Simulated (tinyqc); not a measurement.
Inside a calculation. Method: plane-wave Kohn-Sham cycle with exchange-only LDA in a layered model solid. One step of it, computed by the program tinyqc.

Task: Iteration 2: Hamiltonian at one k. H(m,m') = (k + G_m)^2/2 delta + V(G_m - G_m'), with V(-G) = V(G).

A solid whose potential varies along x alone (atomic units):
```
parameter                      value
period a                    5.900000
cross-section of the cell  15.000000
electrons per cell                 2
grid points                       16
plane waves -n..n, n               3
k points                           4
V1 in V1 cos(2 pi x/a)     -0.190000
```

V(G_m), m = 0, 1, 2, ... (hartree): -0.275875  -0.063491  0.000452  0.000079  0.000001  0.000000  0.000000

k = 0.125000 2 pi / a

Give: H.

Result:

H (hartree):
```
         -3       -2       -1       +0       +1       +2       +3
-3   4.4112  -0.0635   0.0005   0.0001   0.0000   0.0000   0.0000
-2  -0.0635   1.7177  -0.0635   0.0005   0.0001   0.0000   0.0000
-1   0.0005  -0.0635   0.1583  -0.0635   0.0005   0.0001   0.0000
+0   0.0001   0.0005  -0.0635  -0.2670  -0.0635   0.0005   0.0001
+1   0.0000   0.0001   0.0005  -0.0635   0.4418  -0.0635   0.0005
+2   0.0000   0.0000   0.0001   0.0005  -0.0635   2.2847  -0.0635
+3   0.0000   0.0000   0.0000   0.0001   0.0005  -0.0635   5.2618
```
